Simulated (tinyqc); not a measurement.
Thin (001) film in sp3s* tight binding with raised dangling bonds: one step. The two blocks of the small film.

Planes alternate anion (a), cation (c) along [001], a/4 apart, starting with an anion; zero in-plane momentum; levels counted from the bulk Ev, the lower root of [[Epa, Vxx], [Vxx, Epc]]; no spin-orbit coupling. Block of s, pz, s*: from an anion to the cation above, Vss/2 (s,s), Vsapc/2 (s,z), -Vscpa/2 (z,s), Vxx/2 (z,z), Vxapc/2 (s*,z), -Vpaxc/2 (z,s*); to the cation below the same with the s-z and s*-z signs reversed. Block of u = (px + py)/sqrt2 and v = (px - py)/sqrt2: to the cation above (Vxx + Vxy)/2 for u and (Vxx - Vxy)/2 for v, to the cation below the reverse. Each surface atom has two dangling sp3 hybrids; raising both by dl adds (dl/2) [[1, t], [t, 1]] to its s, pz levels (t = -1 at the bottom face, +1 at the top) and dl to the one of u, v in whose plane the missing bonds lie (v for a bottom anion or a top cation, u for a top anion).

Parameters, chosen for this exercise (out of a larger set: near a published set for AlAs, fitted to gaps, whose masses and valley positions are rough; not measured data):
- p = (-7.513, 0.994, -1.174, 3.609, 7.422, 6.69, -6.586, 1.879, 4.271, 5.086, 5.477, 4.478, 4.962) eV (order Esa, Epa, Esc, Epc, Exa, Exc, Vss, Vxx, Vxy, Vsapc, Vscpa, Vxapc, Vpaxc)
- N = 4 (atomic planes in the small film)
- dl = 10 eV (shift of the dangling hybrids)

Question. Fill them in.

Give: s, pz, s* block; u, v block.

Answer.

s, pz, s* block (eV):
```
        sa1     za1    *a1     sc2     zc2     *c2     sa3     za3     *a3     sc4    zc4     *c4
sa1  -2.525  -5.000      0  -3.293   2.543       0       0       0       0       0      0       0
za1  -5.000   5.982      0  -2.739   0.940  -2.481       0       0       0       0      0       0
*a1       0       0  7.410       0   2.239       0       0       0       0       0      0       0
sc2  -3.293  -2.739      0  -1.186       0       0  -3.293   2.739       0       0      0       0
zc2   2.543   0.940  2.239       0   3.597       0  -2.543   0.940  -2.239       0      0       0
*c2       0  -2.481      0       0       0   6.678       0   2.481       0       0      0       0
sa3       0       0      0  -3.293  -2.543       0  -7.525       0       0  -3.293  2.543       0
za3       0       0      0   2.739   0.940   2.481       0   0.982       0  -2.739  0.940  -2.481
*a3       0       0      0       0  -2.239       0       0       0   7.410       0  2.239       0
sc4       0       0      0       0       0       0  -3.293  -2.739       0   3.814  5.000       0
zc4       0       0      0       0       0       0   2.543   0.940   2.239   5.000  8.597       0
*c4       0       0      0       0       0       0       0  -2.481       0       0      0   6.678
```

u, v block (eV):
```
       ua1     va1     uc2     vc2     ua3     va3    uc4     vc4
ua1  0.982       0   3.075       0       0       0      0       0
va1      0  10.982       0  -1.196       0       0      0       0
uc2  3.075       0   3.597       0  -1.196       0      0       0
vc2      0  -1.196       0   3.597       0   3.075      0       0
ua3      0       0  -1.196       0   0.982       0  3.075       0
va3      0       0       0   3.075       0   0.982      0  -1.196
uc4      0       0       0       0   3.075       0  3.597       0
vc4      0       0       0       0       0  -1.196      0  13.597
```

Program tinyqc; command `OMP_NUM_THREADS=1 python tinyqc.py 1452379 1452380 out.jsonl`; about 0.4 s on one thread of a shared Intel(R) Xeon(R) Processor @ 2.30GHz.
